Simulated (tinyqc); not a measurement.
Out-diffusion of a doped substrate or buried layer into a growing epitaxial film: one step, computed by the program tinyqc. Command: `OMP_NUM_THREADS=1 python tinyqc.py 3014736 3014737 out.jsonl buried walk`. One thread of a shared host (Intel(R) Xeon(R) Processor @ 2.30GHz), about 0.01 s of CPU time with the checks.

x is counted from the original substrate surface into the film, whose surface moves as x = v t. Substrate dopant has one diffusivity; the dopant of the film is taken as uniform.

Question. Profile in the film. After growth and the later budget: l2 = 2 sqrt(D t + (Dt)2); C(x) = (C_s/2) erfc(x/l2) + share x C_s exp(-x/decay length) for x > 0 (autodoping taken as unchanged by the later budget). The transition x_t solves C(x) = C_e, the metallurgical junction. Positions are 0.05, 0.2, 0.4, 0.6, 0.8, 1, 1.25 and 1.5 of x_t with autodoping (any beyond the film thickness are formal); net doping = |C - C_e|.

Inputs (values chosen for the exercise, modelled on antimony in silicon):
```
quantity                                            value    unit
substrate concentration C_s                         3e+18  1/cm^3
film doping C_e                                   1.2e+15  1/cm^3
growth temperature T                                  975       C
autodoping level at the start, as a share of C_s    5e-05       -
decay length of autodoping                           0.54      um
```

Film doping: opposite type.

x_t with autodoping = 0.08364224 um

length l2 = 0.03495496 um

Give: Concentrations (1/cm^3).

Answer.

Concentrations (1/cm^3):
```
x/x_t  x (um)  diffusion  autodoping  net doping
0.05   0.0042  1.298e+18   1.488e+14   1.297e+18
0.20   0.0167  7.478e+17   1.454e+14   7.467e+17
0.40   0.0335  2.638e+17   1.410e+14   2.627e+17
0.60   0.0502  6.347e+16   1.367e+14   6.241e+16
0.80   0.0669  1.018e+16   1.325e+14   9.110e+15
1.00   0.0836  1.072e+15   1.285e+14           0
1.25   0.1046  3.505e+13   1.236e+14   1.041e+15
1.50   0.1255  5.781e+11   1.189e+14   1.081e+15
```
